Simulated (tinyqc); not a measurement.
Inside a calculation. Method: CIS on RHF in the 6-311g basis, for H2, spin multiplicity 1. One step of it, computed by the program tinyqc.

Task: Integrals over molecular orbitals. (pq|rs) = sum C_ip C_jq C_kr C_ls (ij|kl), one index at a time.

coefficients C:
```
            MO1        MO2        MO3        MO4        MO5        MO6
1H 1s  0.188959   0.082482  -0.048877  -0.090124  -1.092163  -1.121791
1H 2s  0.297244  -0.027558  -0.720756  -1.696881   1.220915   1.777610
1H 3s  0.129683   2.199005   0.851062   2.165589  -0.486061  -1.181516
2H 1s  0.188959  -0.082482  -0.048877   0.090124  -1.092163   1.121791
2H 2s  0.297244   0.027558  -0.720756   1.696881   1.220915  -1.777610
2H 3s  0.129683  -2.199005   0.851062  -2.165589  -0.486061   1.181516
```

core Hamiltonian H = T + V (hartree):
```
           1H 1s      1H 2s      1H 3s      2H 1s      2H 2s      2H 3s
1H 1s  -0.502029  -0.997489  -0.663416  -0.604013  -0.730410  -0.568883
1H 2s  -0.997489  -1.048046  -0.846400  -0.730410  -0.898598  -0.770455
1H 3s  -0.663416  -0.846400  -0.804949  -0.568883  -0.770455  -0.759824
2H 1s  -0.604013  -0.730410  -0.568883  -0.502029  -0.997489  -0.663416
2H 2s  -0.730410  -0.898598  -0.770455  -0.997489  -1.048046  -0.846400
2H 3s  -0.568883  -0.770455  -0.759824  -0.663416  -0.846400  -0.804949
```

Two-electron integrals (ij|kl) in chemists' order, unique and non-zero (hartree):
```
(11|11) 1.393035   (21|11) 0.822971   (21|21) 0.509703   (22|11) 0.822904
(22|21) 0.543028   (22|22) 0.644106   (31|11) 0.411256   (31|21) 0.257757
(31|22) 0.279868   (31|31) 0.130794   (32|11) 0.543681   (32|21) 0.365771
(32|22) 0.452669   (32|31) 0.189803   (32|32) 0.325140   (33|11) 0.494021
(33|21) 0.340115   (33|22) 0.445993   (33|31) 0.178035   (33|32) 0.331779
(33|33) 0.361682   (41|11) 0.269198   (41|21) 0.170663   (41|22) 0.187769
(41|31) 0.086836   (41|32) 0.127729   (41|33) 0.120142   (41|41) 0.079306
(42|11) 0.324163   (42|21) 0.217343   (42|22) 0.263617   (42|31) 0.112517
(42|32) 0.186381   (42|33) 0.184559   (42|41) 0.109529   (42|42) 0.173664
(43|11) 0.214125   (43|21) 0.145535   (43|22) 0.182016   (43|31) 0.075717
(43|32) 0.130666   (43|33) 0.132398   (43|41) 0.073991   (43|42) 0.122705
(43|43) 0.088345   (44|11) 0.683612   (44|21) 0.471184   (44|22) 0.599425
(44|31) 0.246093   (44|32) 0.431207   (44|33) 0.435940   (44|41) 0.269198
(44|42) 0.466746   (44|43) 0.336775   (44|44) 1.393035   (51|11) 0.466746
(51|21) 0.291152   (51|22) 0.313674   (51|31) 0.147535   (51|32) 0.212116
(51|33) 0.198220   (51|41) 0.109529   (51|42) 0.143856   (51|43) 0.096744
(51|44) 0.324163   (51|51) 0.173664   (52|11) 0.538267   (52|21) 0.359075
(52|22) 0.435742   (52|31) 0.185755   (52|32) 0.309655   (52|33) 0.310347
(52|41) 0.145941   (52|42) 0.220742   (52|43) 0.155780   (52|44) 0.538267
(52|51) 0.220742   (52|52) 0.328905   (53|11) 0.402360   (53|21) 0.274035
(53|22) 0.349126   (53|31) 0.142842   (53|32) 0.254889   (53|33) 0.267565
(53|41) 0.113589   (53|42) 0.182215   (53|43) 0.132019   (53|44) 0.456035
(53|51) 0.169948   (53|52) 0.272058   (53|53) 0.235573   (54|11) 0.471184
(54|21) 0.322831   (54|22) 0.409694   (54|31) 0.168400   (54|32) 0.295811
(54|33) 0.301917   (54|41) 0.170663   (54|42) 0.291152   (54|43) 0.211250
(54|44) 0.822971   (54|51) 0.217343   (54|52) 0.359075   (54|53) 0.307221
(54|54) 0.509703   (55|11) 0.599425   (55|21) 0.409694   (55|22) 0.524793
(55|31) 0.213786   (55|32) 0.383596   (55|33) 0.402385   (55|41) 0.187769
(55|42) 0.313674   (55|43) 0.229681   (55|44) 0.822904   (55|51) 0.263617
(55|52) 0.435742   (55|53) 0.381409   (55|54) 0.543028   (55|55) 0.644106
(61|11) 0.336775   (61|21) 0.211250   (61|22) 0.229681   (61|31) 0.107221
(61|32) 0.155845   (61|33) 0.146278   (61|41) 0.073991   (61|42) 0.096744
(61|43) 0.065177   (61|44) 0.214125   (61|51) 0.122705   (61|52) 0.155780
(61|53) 0.120078   (61|54) 0.145535   (61|55) 0.182016   (61|61) 0.088345
(62|11) 0.456035   (62|21) 0.307221   (62|22) 0.381409   (62|31) 0.159499
(62|32) 0.274431   (62|33) 0.280866   (62|41) 0.113589   (62|42) 0.169948
(62|43) 0.120078   (62|44) 0.402360   (62|51) 0.182215   (62|52) 0.272058
(62|53) 0.226497   (62|54) 0.274035   (62|55) 0.349126   (62|61) 0.132019
(62|62) 0.235573   (63|11) 0.430130   (63|21) 0.296605   (63|22) 0.390636
(63|31) 0.155357   (63|32) 0.291449   (63|33) 0.319664   (63|41) 0.111576
(63|42) 0.177284   (63|43) 0.128817   (63|44) 0.430130   (63|51) 0.177284
(63|52) 0.286660   (63|53) 0.252381   (63|54) 0.296605   (63|55) 0.390636
(63|61) 0.128817   (63|62) 0.252381   (63|63) 0.292612   (64|11) 0.246093
(64|21) 0.168400   (64|22) 0.213786   (64|31) 0.087827   (64|32) 0.154611
(64|33) 0.158411   (64|41) 0.086836   (64|42) 0.147535   (64|43) 0.107221
(64|44) 0.411256   (64|51) 0.112517   (64|52) 0.185755   (64|53) 0.159499
(64|54) 0.257757   (64|55) 0.279868   (64|61) 0.075717   (64|62) 0.142842
(64|63) 0.155357   (64|64) 0.130794   (65|11) 0.431207   (65|21) 0.295811
(65|22) 0.383596   (65|31) 0.154611   (65|32) 0.282972   (65|33) 0.302643
(65|41) 0.127729   (65|42) 0.212116   (65|43) 0.155845   (65|44) 0.543681
(65|51) 0.186381   (65|52) 0.309655   (65|53) 0.274431   (65|54) 0.365771
(65|55) 0.452669   (65|61) 0.130666   (65|62) 0.254889   (65|63) 0.291449
(65|64) 0.189803   (65|65) 0.325140   (66|11) 0.435940   (66|21) 0.301917
(66|22) 0.402385   (66|31) 0.158411   (66|32) 0.302643   (66|33) 0.337679
(66|41) 0.120142   (66|42) 0.198220   (66|43) 0.146278   (66|44) 0.494021
(66|51) 0.184559   (66|52) 0.310347   (66|53) 0.280866   (66|54) 0.340115
(66|55) 0.445993   (66|61) 0.132398   (66|62) 0.267565   (66|63) 0.319664
(66|64) 0.178035   (66|65) 0.331779   (66|66) 0.361682
```

Give: one-electron integrals over orbitals h = C^T H C; Two-electron integrals over orbitals.

Result:

one-electron integrals over orbitals h = C^T H C (hartree):
```
         1        2        3        4        5        6
1  -1.2339   0.0000   0.1335   0.0000   0.0961   0.0000
2   0.0000  -0.4830   0.0000   0.2077   0.0000   0.0216
3   0.1335   0.0000  -0.3658   0.0000  -0.1722   0.0000
4   0.0000   0.2077   0.0000  -0.2555   0.0000  -0.2282
5   0.0961   0.0000  -0.1722   0.0000   1.2561   0.0000
6   0.0000   0.0216   0.0000  -0.2282   0.0000   1.4534
```

Two-electron integrals over orbitals (pq|rs), unique and non-zero (hartree):
```
(11|11) 0.6440      (21|21) 0.0467      (22|11) 0.3477      (22|22) 0.2982
(31|11) -0.1335     (31|22) -0.0251     (31|31) 0.0547      (32|21) 0.0229
(32|32) 0.0395      (33|11) 0.3641      (33|22) 0.2738      (33|31) -0.0357
(33|33) 0.2819      (41|21) -0.0632     (41|32) -0.0081     (41|41) 0.1052
(42|11) -0.1354     (42|22) -0.0447     (42|31) 0.0389      (42|33) -0.0456
(42|42) 0.0535      (43|21) 0.0301      (43|32) 0.0177      (43|41) -0.0411
(43|43) 0.0262      (44|11) 0.5016      (44|22) 0.3266      (44|31) -0.0819
(44|33) 0.3142      (44|42) -0.1026     (44|44) 0.4364      (51|11) -0.0961
(51|22) -0.0100     (51|31) 0.0514      (51|33) -0.0237     (51|42) 0.0248
(51|44) -0.0567     (51|51) 0.0894      (52|21) 2.34e-04    (52|32) 0.0024
(52|41) 0.0044      (52|43) -0.0070     (52|52) 0.0105      (53|11) 0.1118
(53|22) 0.0307      (53|31) -0.0401     (53|33) 0.0358      (53|42) -0.0340
(53|44) 0.0734      (53|51) -0.0459     (53|53) 0.0373      (54|21) 0.0031
(54|32) -0.0196     (54|41) -0.0239     (54|43) 0.0081      (54|52) -0.0161
(54|54) 0.0401      (55|11) 0.6373      (55|22) 0.3389      (55|31) -0.1361
(55|33) 0.3601      (55|42) -0.1317     (55|44) 0.4936      (55|51) -0.1289
(55|53) 0.1245      (55|55) 0.6733      (61|21) -0.0287     (61|32) 0.0139
(61|41) 0.0668      (61|43) -0.0303     (61|52) 0.0239      (61|54) -0.0557
(61|61) 0.0965      (62|11) -0.0251     (62|22) 0.0112      (62|31) 0.0205
(62|33) -4.82e-04   (62|42) 0.0029      (62|44) -0.0088     (62|51) 0.0342
(62|53) -0.0142     (62|55) -0.0390     (62|62) 0.0202      (63|21) 0.0289
(63|32) 1.96e-05    (63|41) -0.0515     (63|43) 0.0203      (63|52) -0.0073
(63|54) 0.0243      (63|61) -0.0493     (63|63) 0.0329      (64|11) 0.1475
(64|22) 0.0243      (64|31) -0.0615     (64|33) 0.0429      (64|42) -0.0429
(64|44) 0.0921      (64|51) -0.0785     (64|53) 0.0513      (64|55) 0.1718
(64|62) -0.0339     (64|64) 0.0896      (65|21) 0.0801      (65|32) 0.0097
(65|41) -0.1362     (65|43) 0.0612      (65|52) -0.0251     (65|54) 0.0659
(65|61) -0.1358     (65|63) 0.0868      (65|65) 0.2476      (66|11) 0.6827
(66|22) 0.3574      (66|31) -0.1574     (66|33) 0.3712      (66|42) -0.1497
(66|44) 0.5361      (66|51) -0.1712     (66|53) 0.1467      (66|55) 0.7338
(66|62) -0.0512     (66|64) 0.2082      (66|66) 0.8276
```
